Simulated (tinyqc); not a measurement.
MOSFET in the linear regime without short-channel effects, parameter extraction from computed curves: one step of the calculation.

Inversion charge Q = Cox n Vt W0(exp((Vg - VT)/(n Vt))), W0 the Lambert function and n = nf; u = Q/Cox; mobility mu = mu0/(1 + th1 u + th2 u^2); channel resistance Rch = (L - dL)/(W mu Q); Id = Vd/(Rch + Rsd/W). Cox = eps0 eox/tox. Small Vd, no channel-length or drain effects.

Task. The Y function. Y_i = Id_i/sqrt(gm_i). For Id = beta Vd x/(1 + th x), x = Vg - VT, Y = sqrt(beta Vd) x whatever th. Slope s from points 4 and 7; VT_Y = Vg - Y/s at point 7; beta = s^2/Vd; mobility beta L/(W Cox) with the drawn L; th* = (beta Vd x/Id - 1)/x at point 7.

Values chosen for this exercise; channel values of the order met in silicon transistors:
```
symbol,value,unit,meaning
eox,3.9,,relative permittivity of the gate insulator (close to silicon dioxide)
tox,1.6,nm,insulator thickness
mu0,410,cm^2/(V s),low-field mobility
th2,0,1/V^2,second mobility attenuation factor
W,10,um,gate width
L,0.057,um,drawn gate length
dL,0.011,um,drawn less effective length
Vd,0.01,V,drain voltage
```

Constants: eps0 = 8.8541878128e-14 F/cm where lengths are in cm. Results are converted to the units shown.

```
point,Vg (V),Id (uA)
0,-0.07,0.0010373250
1,0.08,0.23379880
2,0.23,28.410783
3,0.38,148.68749
4,0.53,236.66885
5,0.68,290.90485
6,0.83,326.47929
7,0.98,351.34078
8,1.13,369.60736
```

```
point,gm (uS)
1,94.699152
2,494.84564
3,694.19357
4,474.05787
5,299.36813
6,201.45309
7,143.76020
```

Find: Y; s; VT_Y; beta; mobility from Y; th*.

Result.

```
point,Y (uA^0.5 V^0.5)
1,0.024025
2,1.2772
3,5.6433
4,10.870
5,16.813
6,23.002
7,29.303
```

s = 40.962 uA^0.5 V^-0.5
VT_Y = 0.26463 V
beta = 1.6779e5 uA/V^2
mobility from Y = 443.14 cm^2/(V s)
th* = 3.3778 1/V

The mobility from Y is 13 % below mu0 L/(L - dL) = 508 cm^2/(V s), which it should reach in deep inversion when th2 = 0.

Computed by the program tinyqc: `OMP_NUM_THREADS=1 python tinyqc.py 2210140 2210141 out.jsonl`, one thread of a shared Intel Xeon 2.30GHz, about 0.01 s for the whole run.
